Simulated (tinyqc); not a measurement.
# Charge pumping in an n-channel transistor: effect of temperature

The gate is pulsed from accumulation to inversion and back. Energies E are counted from the intrinsic level; Dit(E) = D0 [1 + b (2 E/Eg)^2]. During each edge the traps near the bands emit their carriers, and those between Eh and Ee recombine once a cycle.

Nc and Nv are given at 300 K and scale as T^1.5, vth as T^0.5; Eg and the cross-sections are held. ni = sqrt(Nc Nv) exp(-Eg/(2 Vt)), Eg in volts; emission times te = (dV/Va) tf and th = (dV/Va) tr; Ee = -Vt ln(vth sn ni te), Eh = +Vt ln(vth sp ni th). Nit = integral of Dit from Eh to Ee = D0 [Ee - Eh + 4 b (Ee^3 - Eh^3)/(3 Eg^2)], Qcp = q A Nit, Icp = f Qcp.

Values chosen for this exercise; band and dielectric values close to those of silicon: band gap Eg = 1.12 eV; conduction-band density of states at 300 K Nc = 2.75e19 cm^-3; valence-band density of states at 300 K Nv = 2.7e19 cm^-3; gate area A = 0.06 um^2; trap density at midgap D0 = 1e10 cm^-2 eV^-1; rise of the trap density towards the band edges b = 3.2; cross-section for electrons sn = 1.5e-16 cm^2; cross-section for holes sp = 1.2e-16 cm^2; thermal velocity at 300 K, one nominal value for electrons and holes vth = 1e7 cm/s; Vth - Vfb dV = 1.04 V; pulse height Va = 2 V; frequency f = 3.6e5 Hz; rise time tr = 330 ns; fall time tf = 170 ns.

Constants: q = 1.602176634e-19 C, kB = 1.380649e-23 J/K, Vt = kB T/q. Results are converted to the units shown.

Effect of temperature:
```
T (K)  Ee (eV)  Eh (eV)  Nit (cm^-2)  Icp (pA)
180     0.4488  -0.4419     1.492e10    0.5162
220     0.4164  -0.4081     1.301e10    0.4504
260     0.3829  -0.3730     1.123e10    0.3887
300     0.3482  -0.3368      9.586e9    0.3318
340     0.3126  -0.2997      8.079e9    0.2796
380     0.2763  -0.2618      6.709e9    0.2322
420     0.2391  -0.2232      5.467e9    0.1892
```

The window Ee - Eh shrinks from 0.891 to 0.462 eV, since emission is faster when hot, and Icp falls from 0.516 to 0.189 pA.

Range of the model: The Fermi levels of inversion and accumulation are taken to lie beyond Ee and Eh, the flat tops to fill all traps, and no geometric current is added.

tinyqc, about 0.01 s, one thread, Intel Xeon 2.30GHz (shared host): `OMP_NUM_THREADS=1 python tinyqc.py 2030036 2030037 out.jsonl`
